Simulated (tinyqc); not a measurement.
Self-heating of a transistor with one or more fingers, with temperature-dependent conductivity. Changing the width of the heat source w. Computed by tinyqc, a small Python program. Command: `OMP_NUM_THREADS=1 python tinyqc.py 3001678 3001679 out.jsonl selfheat sweep`. One thread of a shared host (Intel(R) Xeon(R) Processor @ 2.30GHz), about 0.08 s of CPU time with the checks.

N long parallel fingers lie on the top face of a slab whose bottom is held at T_0; the top is otherwise insulated, and heat flows in two dimensions. P in W/mm is 1000 P in W/m.

Inputs (values chosen for the exercise, modelled on germanium):
```
quantity                                      value        unit
conductivity at the base temperature kappa_0   61.1     W/(m K)
power per gate width P                         0.39        W/mm
fingers N                                         1           -
finger pitch s                                   28  micrometre
substrate thickness t                            60  micrometre
phonon free path Lambda                          98          nm
```

Power: power rises with temperature.

Method:
- A line source of power P on the top face raises the top at distance x by (P/(pi kappa_0)) g(x), g(x) = -ln tanh(pi x/(4 t)) (the image sum for the slab). On a strip of width w the centre sees the mean of g over the strip, g_0 = 1 + ln(8 t/(pi w)) for w much below t.
- theta_i = (P/(pi kappa_0)) [g_0 + sum over j != i of g(|i - j| s)], with equal powers and constant conductivity; thermal resistance = largest theta/P.
- Near a source smaller than the free path, Fourier's law overstates the flow. Rough estimate: a strip that emits phonons into a half space adds a resistance times area of 4 Lambda/(3 kappa_0), from the ballistic flux C v Delta T/4 with kappa_0 = C v Lambda/3, so Delta T_b = 4 Lambda P/(3 kappa_0 w); Knudsen number Lambda/w.

One run for each value; columns: (1) width of the heat source w (micrometre); (2) thermal resistance (K mm/W); (3) ballistic rise Delta T_b (K); (4) Delta T_b / largest theta; (5) Knudsen number:
```
(1)     (2)    (3)    (4)    (5)
0.03  49.68  27.80  1.435  3.267
0.06  46.07  13.90  0.774  1.633
0.12  42.46   6.95  0.420  0.817
0.24  38.84   3.48  0.229  0.408
0.49  35.13   1.70  0.124  0.200
0.99  31.46   0.84  0.069  0.099
4.00  24.19   0.21  0.022  0.025
```

Give the missing row, width of the heat source w (micrometre) = 2.00.

Computed row; columns: (1) width of the heat source w (micrometre); (2) thermal resistance (K mm/W); (3) ballistic rise Delta T_b (K); (4) Delta T_b / largest theta; (5) Knudsen number:
```
(1)     (2)   (3)    (4)    (5)
2.00  27.80  0.42  0.038  0.049
```

Interpolating between the two neighbouring rows (the first column on a logarithmic scale, the others too where they are positive) misses most in Delta T_b / largest theta, by 0.87 %. Over the rows, thermal resistance (K mm/W) falls from 49.7 to 24.2 (exponent d ln y / d ln x -0.11 between the first rows and -0.20 between the last); ballistic rise Delta T_b (K) falls from 27.8 to 0.209 (exponent d ln y / d ln x about -1.0 throughout); Delta T_b / largest theta falls from 1.43 to 0.0221 (exponent d ln y / d ln x -0.89 between the first rows and -0.80 between the last). The exponent of ballistic rise Delta T_b stays at -1: the ballistic term goes as the flux P/w. The Fourier resistance grows only as ln(1/w), the ballistic term as 1/w, so the latter gains weight for narrow sources; it passes a tenth of the Fourier rise between w = 0.49 and 0.99 micrometre.

Caution (rows 0.0300, 0.0600, 0.120): the source is narrower than two phonon free paths, so the Fourier result understates the rise at the source.

Extremes, crossings and ranges named in words are read from the listed rows.
